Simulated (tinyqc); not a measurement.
Worked calculation: anisotropic elasticity and sound waves of a cubic crystal. Computed by tinyqc, a small Python program that keeps every step. Command: `OMP_NUM_THREADS=1 python tinyqc.py 3003433 3003434 out.jsonl cubicelastic walk`. One thread of a shared host (Intel(R) Xeon(R) Processor @ 2.30GHz), about 0.01 s of CPU time with the checks. Intermediate numbers are printed to about 5 digits and carried at full precision; extremes and crossings named in words are read from the listed rows.

Voigt order 1..6 = xx, yy, zz, yz, xz, xy, with engineering shear strains. The rotated frame has x' as named, z' along the wafer normal and y' = z' x x'.

Inputs (values chosen for the exercise, for a model crystal):
```
quantity                                value    unit
C11                                       289     GPa
C12                                       207     GPa
C44                                       116     GPa
density rho                              2.14  g/cm^3
expansion coefficient of the film         3.7   ppm/K
expansion coefficient of the substrate   0.55   ppm/K
cooling Delta T                           500       K
```

Frame: (110) wafer, x' along [1-11].

wave normal (not normalised): 2  4.5  2.2

## Compliances and anisotropy

S11 = (C11 + C12)/D, S12 = -C12/D, D = (C11 - C12)(C11 + 2 C12), S44 = 1/C44. Zener ratio A = 2 C44/(C11 - C12); S0 = S11 - S12 - S44/2; H = 2 C44 + C12 - C11.

S11 = 8.6042 1/TPa

S12 = -3.5909 1/TPa

S44 = 8.6207 1/TPa

Zener ratio A = 2.8293

S0 = 7.8848 1/TPa

H = 150 GPa

## Stiffness in the rotated frame

direction cosines a (rows x', y', z' in the cube axes):
```
          x         y         z
x'  0.57735  -0.57735   0.57735
y'  0.40825  -0.40825  -0.81650
z'  0.70711   0.70711   0.00000
```

C'_ijkl = C12 delta_ij delta_kl + C44 (delta_ik delta_jl + delta_il delta_jk) - H sum_m a_im a_jm a_km a_lm.

C' (GPa):
```
        1       2       3       4       5       6
1  389.00  157.00  157.00    0.00    0.00    0.00
2  157.00  364.00  182.00    0.00    0.00   35.36
3  157.00  182.00  364.00    0.00    0.00  -35.36
4    0.00    0.00    0.00   91.00  -35.36    0.00
5    0.00    0.00    0.00  -35.36   66.00    0.00
6    0.00   35.36  -35.36    0.00    0.00   66.00
```

Normal stress couples to shear strain in this frame.

## Moduli along the axes of the frame

Invert C' to S'. E along x' = 1/S'11, along y' = 1/S'22; Poisson ratios nu(x'y') = -S'12/S'11 and nu(x'z') = -S'13/S'11; in-plane shear modulus 1/S'66.

E along x' = 298.71 GPa

E along y' = 214.51 GPa

nu(x'y') = 0.28755

nu(x'z') = 0.28755

in-plane shear modulus = 52.264 GPa

E differs between x' and y' by +39.3 %.

## Thermal stress in a film with this orientation

On cooling, a thick substrate imposes eps_1 = eps_2 = (alpha_film - alpha_substrate) Delta T and eps_6 = 0; the free surface sets sigma_3 = sigma_4 = sigma_5 = 0, which fixes eps_3, eps_4, eps_5. Biaxial modulus M = (sigma_1 + sigma_2)/(2 eps); energy density M eps^2. Elastic response and constant coefficients are assumed.

in-plane strain = 1.575 per mille

elastic strain along the normal = -1.4668 per mille

stress along x' = 629.66 MPa

stress along y' = 553.6125 MPa

biaxial modulus M = 375.64 GPa

energy density = 0.93183 MJ/m^3

The film ends in tension. Caution: the thermal stress of this film exceeds 200 MPa, which can relax by slip, cracking or buckling in a real film.

## Sound waves along the wave normal

In the cube axes, with unit normal n: G_ij = (C12 + C44) n_i n_j + (C44 - H n_i^2) delta_ij, eigenvalues rho v^2, eigenvectors u (columns, largest component positive). Group velocity V_i = [(C12 + C44)(u.n) u_i + C44 n_i - H u_i^2 n_i]/(rho v); its angle to n has cosine v/|V|.

Christoffel matrix (GPa):
```
        x       y       z
x  139.79   99.93   48.86
y   99.93  236.43  109.92
z   48.86  109.92  144.78
```

phase velocities (m/s): 5444  6610  13043

polarisations:
```
       slow      fast  longitudinal
x  -0.46927   0.76435       0.44222
y   0.65052  -0.03943       0.75847
z  -0.59717  -0.64360       0.47872
```

group speeds (m/s): 6104  7075  13251

angles between V and n (degree): 26.886  20.886  10.161

Energy flows off the wave normal by up to 26.9 degrees, for the slow transverse wave.

## Polycrystal bounds against single-crystal directions

B = (C11 + 2 C12)/3; Voigt G = (C11 - C12 + 3 C44)/5; Reuss G = 5/(4 (S11 - S12) + 3 S44); Hill is their mean; E = 9BG/(3B + G), nu = (3B - 2G)/(6B + 2G). Along <hkl>, with g = 0, 1/4, 1/3: 1/E = S11 - 2 S0 g; for a film with that normal C33 = C11 + 2 H g and M = [6B - (3B - C33) - (3B - C33)^2/C33]/2.

bulk modulus B = 234.33 GPa

Averages:
```
average  G (GPa)  E (GPa)       nu
Voigt     86.000   229.88  0.33650
Reuss     66.986   183.48  0.36951
Hill      76.493   206.96  0.35280
```

Directions:
```
direction  E (GPa)  biaxial modulus M (GPa)
<100>       116.22                   199.47
<110>       214.51                   375.64
<111>       298.71                   419.27
```

The bounds on G differ by 28 %, while E varies by a factor 2.57 with direction; with A above 1 the stiffest axis is <111>. Under a fixed mismatch strain, grains with a <100> normal store the least energy.

Checks made by the program: E along x' against 1/E = S11 - 2 S0 (l^2 m^2 + m^2 n^2 + n^2 l^2) (relative difference below 1e-10); closed form of M against the matrix solution (relative difference below 1e-10).
